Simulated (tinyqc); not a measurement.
Worked calculation: band edges of strained Si(1-x)Ge(x) on relaxed Si(1-y)Ge(y). Values are carried at full precision from step to step, so a last printed digit may differ when a step is redone from the rounded ones.

Values are linear in the Ge fraction but for ED(x) = linear - CD x (1 - x) and a(x) = linear - Ca x (1 - x). Energies are on the common scale of Ev.

Parameters, chosen for this exercise (end members near Si and Ge, in this order; not measured data):
```
symbol  value           unit      meaning
a       (5.434, 5.659)  angstrom  lattice constant
Dso     (0.044, 0.286)  eV        spin-orbit splitting
av      (2.45, 1.24)    eV        valence hydrostatic potential
b       (-2.12, -2.56)  eV        tetragonal shear potential
d       (-4.79, -5.31)  eV        trigonal shear potential
C11     (163.5, 129.3)  GPa
C12     (64, 49)        GPa
C44     (79.2, 66.5)    GPa
Ev      (0, 0.71)       eV        top of the unstrained valence band
ED      (1.139, 0.937)  eV        gap to the Delta valleys
EL      (2.039, 0.751)  eV        gap to the L valleys
aD      (1.78, 1.39)    eV        hydrostatic potential of the Delta gap
aL      (-3.15, -2.71)  eV        hydrostatic potential of the L gap
XuD     (9.24, 9.17)    eV        uniaxial potential, Delta
XuL     (16.65, 15.64)  eV        uniaxial potential, L
CD      0.208           eV        bowing of the Delta gap
Ca      0               angstrom  bowing of the lattice constant
x       1                         Ge fraction of the layer
y       0.54                      Ge fraction of the relaxed buffer
face    110                       growth face
```

## Values of the layer and the buffer

Interpolate at x and at y.

Interpolated values (a in angstrom, C11, C12, C44 in GPa, all else in eV):
```
symbol     layer    buffer
a         5.6590    5.5555
Dso       0.2860    0.1747
av        1.2400    1.7966
b        -2.5600   -2.3576
d        -5.3100   -5.0708
C11     129.3000  145.0320
C12      49.0000   55.9000
C44      66.5000   72.3420
Ev        0.7100    0.3834
ED        0.9370    0.9783
EL        0.7510    1.3435
aD        1.3900    1.5694
aL       -2.7100   -2.9124
XuD       9.1700    9.2022
XuL      15.6400   16.1046
```

## Strain of the layer on a (110) buffer

Coherent growth on a (110) face: e_par = (a(y) - a(x))/a(x), e_perp = -(C11 + 3 C12 - 2 C44)/(C11 + C12 + 2 C44) e_par; exx = eyy = (e_par + e_perp)/2, ezz = e_par, exy = (e_perp - e_par)/2, eyz = ezx = 0.

Use the elastic constants of the layer.

e_par = -0.018289
e_perp = 0.008419

strain tensor in the cubic axes:
```
           x          y          z
x  -0.004935   0.013354   0.000000
y   0.013354  -0.004935   0.000000
z   0.000000   0.000000  -0.018289
```

The layer is under compression in the plane; its volume changes by -2.816 %.

## Conduction valleys of the layer

A valley with unit axis u lies at Ev + gap + (av + a_valley) tr(e) + Xu (u.e.u - tr(e)/3); the Delta axes are x, y, z and the L axes [111], [1-1-1], [-11-1], [-1-11]. The second-order shift of the Delta valleys under shear is left out; it lowers the pair normal to the sheared plane by tens of meV at a shear of 1 %.

Give the hydrostatic shifts, the uniaxial shifts and the edges.

hydrostatic shifts of Delta and L (eV): -0.0741  0.0414

uniaxial shifts (eV): Delta x 0.0408, Delta y 0.0408, Delta z -0.0816, L [111] 0.1392, L [1-1-1] -0.1392, L [-11-1] -0.1392, L [-1-11] 0.1392

valley edges (eV): Delta x 1.6138, Delta y 1.6138, Delta z 1.4913, L [111] 1.6416, L [1-1-1] 1.3632, L [-11-1] 1.3632, L [-1-11] 1.6416

The lowest set is L2 (the digit counts whole valleys) at 1.3632 eV; the Delta valleys spread over 122 meV and the L valleys over 278 meV.

## Valence edges of the layer

Valence edges: Ev plus the levels of the 6 x 6 matrix of X, Y, Z times spin with -Dso/3 + l exx + m (eyy + ezz) on the diagonal (cyclic), n exy off it, l = av + 2 b, m = av - b, n = sqrt(3) d. Spin-orbit term (Dso/3) L.sigma on X, Y, Z with (L_k)_ij = -i epsilon_kij: <X+|H|Y+> = -i Dso/3, <X+|H|Z-> = Dso/3, <Y+|H|Z-> = -i Dso/3, <Z+|H|X-> = -Dso/3, <Z+|H|Y-> = i Dso/3, <X-|H|Y-> = i Dso/3, and their conjugates; + and - are the spin along z.

Give the strain block and the three twofold edges.

strain block (eV):
```
         X        Y       Z
X  -0.0691  -0.1228       0
Y  -0.1228  -0.0691       0
Z        0        0  0.0335
```

edges from the top (eV): 0.7543  0.6441  0.3408

The top two edges are split by 110 meV.

## Gap and offsets against the buffer

Buffer: Ev(y) and Ec = Ev(y) + min(ED, EL). dEc = Ec(buffer) - Ec(layer), dEv = Ev(layer) - Ev(buffer); positive values confine the carrier in the layer; type I if both have one sign.

gap of the strained layer = 0.6088 eV
gap of the buffer = 0.9783 eV
dEc = -0.0015 eV
dEv = 0.3709 eV

Type II: electrons collect in the buffer (2 meV) and holes in the layer (371 meV). The relaxed layer would have a gap of 0.751 eV, so strain has moved it by -142 meV. An offset this small is within the spread of published parameter sets, so the type is not settled by this model.

## Checks

- Mean of the three Delta edges against the hydrostatic shift alone (eV): both 1.57294.

Run: tinyqc, `OMP_NUM_THREADS=1 python tinyqc.py 1051474 1051475 out.jsonl`; Intel(R) Xeon(R) Processor @ 2.30GHz, one thread, shared host; about 0.02 s of CPU time with all checks.
